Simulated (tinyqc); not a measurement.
Three voltage laws: time-dependent dielectric breakdown: cell percolation, Weibull statistics, area scaling and voltage extrapolation. Computed by tinyqc, a small Python program. Command: `OMP_NUM_THREADS=1 python tinyqc.py 3010720 3010721 out.jsonl tddb walk`. One thread of a shared host (Intel(R) Xeon(R) Processor @ 2.30GHz), about 0.01 s of CPU time with the checks.

The oxide is divided into columns of area a^2, each holding m = t_ox/a cells (m is taken as continuous). A share lambda(t) = (t/t_1)^alpha of the cells is defective, and a column whose cells are all defective breaks down.

Inputs (values chosen for the exercise, for a model gate oxide):

| quantity | value | unit |
|---|---|---|
| oxide thickness t_ox | 1.9 | nm |
| defect cell size a | 1.3 | nm |
| exponent alpha of defect growth | 0.83 | - |
| time t_1 at which the occupied share would reach 1 | 2.1e+06 | s |
| test area A | 0.08 | um^2 |
| product area A_u | 5e+06 | um^2 |
| stress voltage V | 2.63 | V |
| use voltage V_u | 1.1 | V |
| local exponent n = -d ln t/d ln V at the stress voltage | 44 | - |
| activation energy E_a | 0.73 | eV |
| stress temperature T | 150 | C |
| use temperature T_u | 85 | C |
| allowed failure fraction F | 0.0001 | - |

Voltage law used: E.

Constants: k_B = 8.617333262e-05 eV/K.

Method:
- Failure fraction F = 1 - (1 - lambda^m)^N with N = A/a^2 columns, which for small lambda^m is 1 - exp(-(t/t63)^beta) with beta = alpha m and t63 = t_1 N^(-1/beta); critical share lambda(t63) = N^(-1/m). 1 um^2 = 1e6 nm^2.
- All three voltage laws share the slope n at the stress voltage. Factor t(V_u)/t(V): E law exp(n (1 - V_u/V)); 1/E law exp(n (V/V_u - 1)); power law (V/V_u)^n.
- Temperatures in kelvin are T(C) + 273.15.
- Temperature factor exp[(E_a/k_B)(1/T_u - 1/T)]; area factor (A/A_u)^(1/beta); percentile factor (-ln(1 - F))^(1/beta); life = t63 x all four; 1 year = 3.15576e7 s.
- Life = t63 x voltage, temperature, area and percentile factors, the last three as above.

projected life = 0.00870452 years

voltage factor = 1.30803e+11

Log10 of the life in years:

| V_u/V | V_u (V) | E law | 1/E law | power law |
|---|---|---|---|---|
| 1.00 | 2.6300 | -13.177 | -13.177 | -13.177 |
| 0.95 | 2.4985 | -12.221 | -12.171 | -12.197 |
| 0.90 | 2.3670 | -11.266 | -11.054 | -11.164 |
| 0.80 | 2.1040 | -9.355 | -8.400 | -8.913 |
| 0.70 | 1.8410 | -7.444 | -4.987 | -6.361 |
| 0.60 | 1.5780 | -5.533 | -0.438 | -3.416 |
| 0.50 | 1.3150 | -3.622 | 5.932 | 0.068 |
| 0.40 | 1.0520 | -1.711 | 15.487 | 4.332 |

At V_u/V = 0.9 the laws differ by 0.21 decades at most, and at 0.5 by 9.6. The E law is the most cautious and the 1/E law the most hopeful. Ten years are reached at V_u/V = 0.258 (E), 0.574 (1/E), 0.476 (power). Caution: t_1 is an input here; in a real oxide it changes with thickness at fixed voltage. Caution: a voltage factor of more than nine decades rests wholly on the chosen law and cannot be tested. Caution: the rows at low voltage extrapolate over many decades and cannot be tested.
